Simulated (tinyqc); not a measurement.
Kinetics of strain relaxation and threading dislocations in mismatched semiconductor layers: one step, computed by the program tinyqc.

60-degree dislocations on {111} planes of a (001) layer, isotropic elasticity. The Schmid factor is 1/sqrt(6), and a misfit segment relieves strain with b/2.

Task: Graded buffer. In steady grading, strain is fed at R_f R_g and relieved at (b/4) rho v. As a glide-limited estimate, the driving stress is taken as the mean stress of the strained top zone, whose depth z solves R_f z/2 = e_eq(z), with strain R_f z at the surface; tau_g = S R_f z/2 is its mean; then rho = 4 R_f R_g/(b m tau_g), m = v0 exp(-Q/(k_B T_g)), S = (1/sqrt 6) 2 G (1 + nu)/(1 - nu), e_eq(z) = b (1 - nu/4) [ln(z/b) + 1]/(4 pi (1 + nu) z).

Inputs (values chosen for the exercise, modelled on Ge on Si): misfit f = 0.0451; shear modulus G = 57.9 GPa; Poisson ratio nu = 0.26; Burgers vector b = 4 angstrom; glide activation energy Q = 1.58 eV; velocity prefactor v0 = 24000 m/s per MPa; grading rate (misfit per thickness) R_f = 0.014 1/micrometre; growth temperature of the buffer T_g = 733 K; growth rate R_g = 1.7 nm/s.

Constants: k_B = 8.617333262e-05 eV/K.

Give: depth z of the strained zone; stress tau_g; thread density of the buffer; buffer thickness f/R_f.

Result:

depth z of the strained zone = 153.11 nm

stress tau_g = 86.274 MPa

thread density of the buffer = 8.3918e+05 1/cm^2

buffer thickness f/R_f = 3.2214 micrometre

Raising T_g by 50 K would lower this density by a factor 4.9: fast glide lets few threads do the work.
